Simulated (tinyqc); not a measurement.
# Two-diode model of a solar cell: what changes with what

J is the current delivered and Vj = V + J Rs the junction voltage. J = X JL - J01 (exp(Vj/(n1 Vt)) - 1) - J02 (exp(Vj/(2 Vt)) - 1) - Vj/Rp. The photocurrent does not depend on voltage.

Values chosen for this exercise; values of the order met in cells of cadmium telluride: temperature T = 298.15 K; photocurrent at one sun JL = 27.6 mA/cm^2; concentration X = 50 suns; saturation current of the first diode J01 = 8.7e-17 A/cm^2; ideality factor of the first diode n1 = 1; series resistance Rs = 0 ohm cm^2; shunt resistance Rp = 5000 ohm cm^2; incident power at one sun Pin = 100 mW/cm^2; saturation current of the second diode (ideality 2) J02 = 2.5e-10 A/cm^2.

Constants: q = 1.602176634e-19 C, kB = 1.380649e-23 J/K, Vt = kB T/q. Results are converted to the units shown.

Each table varies one quantity; the others keep the values above.

## Effect of the saturation current of the first diode

Jsc at V = 0, Voc at J = 0, the maximum power point where J (1 + 2 Rs G) = G Vj with G = -dJ/dVj; FF = Vmp Jmp/(Voc Jsc); efficiency Vmp Jmp/(X Pin). Empirical fill factor without parasitics FF0 = (v - ln(v + 0.72))/(v + 1), v = Voc/(n1 Vt).

The same in every row: Jsc (mA/cm^2) = 1380.0.

Results:
```
J01 (A/cm^2)	Voc (V)	Vmp (V)	Jmp (mA/cm^2)	FF	efficiency (%)	FF0
9e-19	1.0701	0.96405	1326.9	0.86622	25.584	0.88871
9e-18	1.0149	0.91842	1335.2	0.87562	24.526	0.88409
9e-17	0.95695	0.86469	1337.5	0.87579	23.131	0.87877
9e-16	0.89819	0.80842	1336.5	0.87169	21.609	0.87278
9e-14	0.78003	0.69436	1330.5	0.85827	18.478	0.85853
```

Estimate the missing row, J01 = 9e-15 A/cm^2.

Computed row:
```
J01 (A/cm^2)	Voc (V)	Vmp (V)	Jmp (mA/cm^2)	FF	efficiency (%)	FF0
9e-15	0.83915	0.75145	1334.0	0.86561	20.048	0.86608
```

With this row back in the table: As J01 goes from 9e-19 to 9e-14, Voc falls from 1.07 to 0.780 V, FF goes from 0.866 through a maximum of 0.876 (at J01 = 9e-17 among the rows listed) to 0.858 and the efficiency falls from 25.6 to 18.5 %. Voc changes by -59.1 mV a decade between the last two rows and -55.2 mV between the first two.

## Effect of the concentration

Same model as above.

Effect of the concentration:
```
X (suns)	Jsc (mA/cm^2)	Voc (V)	Vmp (V)	Jmp (mA/cm^2)	FF	efficiency (%)	FF0
0.01	0.2760	0.6727	0.5189	0.1661	0.4642	8.619	0.8421
0.04	1.104	0.7498	0.6327	0.9175	0.7013	14.51	0.8543
0.1	2.760	0.7839	0.6764	2.471	0.7725	16.71	0.8590
0.5	13.80	0.8339	0.7361	13.00	0.8313	19.13	0.8654
2	55.20	0.8727	0.7786	52.83	0.8539	20.57	0.8700
6	165.6	0.9022	0.8095	159.5	0.8642	21.52	0.8732
20	552.0	0.9339	0.8417	533.9	0.8717	22.47	0.8765
80	2208	0.9700	0.8776	2142	0.8776	23.50	0.8800
300	8280	1.004	0.9113	8047	0.8819	24.44	0.8831
```

As X goes from 0.01 to 300, Voc rises from 0.673 to 1.00 V, FF rises from 0.464 to 0.882 and the efficiency rises from 8.62 to 24.4 %. Voc gains 59.6 mV a decade at the top and 128 mV at the bottom (n1 Vt ln 10 = 59.2 mV). For X = 0.01 the shunt carries over 0.3 of the photocurrent at open circuit, so it pulls Voc down and FF towards the 1/4 of a resistor.

Numbers from tinyqc (`OMP_NUM_THREADS=1 python tinyqc.py 2280114 2280115 out.jsonl`; about 0.01 s on one thread of a shared Intel Xeon 2.30GHz).
